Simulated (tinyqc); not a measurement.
Carbon nanotube by zone folding: one step. The small gap from curvature. Four cases, with inputs chosen for the exercise.

Question. Rolling tilts the orbitals and moves K off the line: Eg = (3/4) t (acc/d)^2 |cos(3 theta)| in the estimate used here (misalignment of pi orbitals alone).

Give: gap.

Case 1.

Values chosen (out of a larger set: near those used for carbon; not measured data): t = 2.87 eV (hopping); acc = 1.42 angstrom (bond length).

d = 24.40800 angstrom
theta = 30.0000 degrees

Answer.

gap = 0.0 meV

It vanishes for armchair tubes.

Case 2.

Values chosen (out of a larger set: near those used for carbon; not measured data): t = 2.82 eV (hopping); acc = 1.44 angstrom (bond length).

d = 7.14522 angstrom
theta = 0.0000 degrees

Answer.

gap = 85.9 meV

It falls as 1/d^2 and is largest for zigzag tubes.

Case 3.

Values chosen (out of a larger set: near those used for carbon; not measured data): t = 2.77 eV (hopping); acc = 1.42 angstrom (bond length).

d = 18.34363 angstrom
theta = 26.3295 degrees

Answer.

gap = 2.4 meV

It falls as 1/d^2 and is largest for zigzag tubes.

Case 4.

Values chosen (out of a larger set: near those used for carbon; not measured data): t = 2.62 eV (hopping); acc = 1.42 angstrom (bond length).

d = 5.91067 angstrom
theta = 6.5868 degrees

Answer.

gap = 106.7 meV

It falls as 1/d^2 and is largest for zigzag tubes.

Computed by tinyqc, one run a case: `OMP_NUM_THREADS=1 python tinyqc.py N N+1 out.jsonl` with N = 1451180, 1451196, 1451221, 1451378; one thread of a shared Intel(R) Xeon(R) Processor @ 2.30GHz, about 0.03 s a run at most.
